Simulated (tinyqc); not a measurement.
Ideality, resistance and saturation current from three points.

Question. Well above I0 a diode obeys V = n Vt ln(I/I0) + Rs I. Find n, Rs and I0.

Values chosen for this exercise:

| symbol | value | unit | meaning |
|---|---|---|---|
| T | 200 | K | temperature |

Constants: q = 1.602176634e-19 C, kB = 1.380649e-23 J/K, Vt = kB T/q. Results are converted to the units shown.

I (A): 0.00043  0.0042  0.04
V (V): 0.60368411  0.66368397  0.82244135

Solution. The equation is linear in a = n Vt, Rs and c = -a ln I0; three points give a 3 x 3 system.

n = 1.230
Rs = 3.100 ohm
I0 = 1.964e-16 A

Computed by the program tinyqc: `OMP_NUM_THREADS=1 python tinyqc.py 2640080 2640081 out.jsonl`, one thread of a shared Intel Xeon 2.30GHz, about 0.01 s for the whole run.
